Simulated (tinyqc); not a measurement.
# Two-junction solar cell, detailed-balance limit, step by step

Numbers from tinyqc (`OMP_NUM_THREADS=1 python tinyqc.py 2820013 2820014 out.jsonl`; about 0.01 s on one thread of a shared Intel Xeon 2.30GHz). Printed values are rounded.

The top cell takes all photons above E1, the bottom cell those between E2 and E1. Each cell follows J = Jsc - J0 (exp(V/Vt) - 1) with J0 = q ge Phi(gap, T)/ERE; light emitted by one cell and absorbed by the other is left out. In series both carry one current; wired apart (four terminals) each works at its own maximum power point. Efficiencies are counted against Pin = fs X sigma Ts^4.

Inputs (values chosen for the exercise): cell temperature T = 320 K; temperature of the black-body sun Ts = 4500 K; share of the hemisphere filled by the sun fs = 2.16e-5; concentration X = 1; external radiative efficiency ERE = 0.001; number of faces that emit ge = 2; gap of the bottom cell E2 = 0.62 eV; gap of the top cell E1 = 1.39 eV.

Constants: q = 1.602176634e-19 C, kB = 1.380649e-23 J/K, h = 6.62607015e-34 J s, c = 299792458 m/s, Vt = kB T/q. Results are converted to the units shown.

## Photocurrents and dark currents

Photon flux above E from a black body at temperature T into a hemisphere: Phi(E, T) = A sum_k exp(-k E/th)[E^2 th/k + 2 E th^2/k^2 + 2 th^3/k^3], k = 1, 2, ..., with th = kB T/q in eV and A = 2 pi q^3/(h^3 c^2). J1 = q fs X Phi(E1, Ts), J2 = q fs X [Phi(E2, Ts) - Phi(E1, Ts)], J01 and J02 as above; sigma = 2 pi^5 kB^4/(15 h^3 c^2).

J1 = 12.3183 mA/cm^2
J2 = 21.0828 mA/cm^2
J01 = 2.25364e-13 mA/cm^2
J02 = 0.0630902 mA/cm^2
Pin = 50.2245 mW/cm^2

The top cell limits the series current; the other has 71 % more.

## The series curve

| point | J (mA/cm^2) |
|---|---|
| 0 | 0 |
| 1 | 6.159 |
| 2 | 9.855 |
| 3 | 11.09 |
| 4 | 11.58 |
| 5 | 11.83 |
| 6 | 12.07 |
| 7 | 12.26 |

V1 = Vt ln((J1 - J)/J01 + 1), V2 = Vt ln((J2 - J)/J02 + 1), power J (V1 + V2).

| point | V1 (V) | V2 (V) | power (mW/cm^2) |
|---|---|---|---|
| 0 | 0.872271 | 0.160341 | 0 |
| 1 | 0.853158 | 0.150848 | 6.18367 |
| 2 | 0.827886 | 0.143039 | 9.56847 |
| 3 | 0.808697 | 0.139845 | 10.5193 |
| 4 | 0.794661 | 0.138467 | 10.8056 |
| 5 | 0.783261 | 0.137737 | 10.8954 |
| 6 | 0.764612 | 0.137017 | 10.8827 |
| 7 | 0.724659 | 0.136434 | 10.5570 |

Among these points the power is largest at J = 11.83 mA/cm^2.

## Maximum power, in series and apart

In series V(J) = Vt [ln((J1 - J)/J01 + 1) + ln((J2 - J)/J02 + 1)], and J V(J) is largest where V = J Vt [1/(J1 - J + J01) + 1/(J2 - J + J02)]. Apart, each cell has (1 + v) exp(v) = 1 + Jsc/J0 at its maximum power point, v = Vmp/Vt.

series Jmp = 11.9431 mA/cm^2
series Vmp = 0.913400 V
series efficiency = 21.7200 %
top cell alone = 18.4572 %
bottom cell behind it = 3.90661 %

Wired apart the cells give 22.36 %; the series connection loses 0.64 points of that.
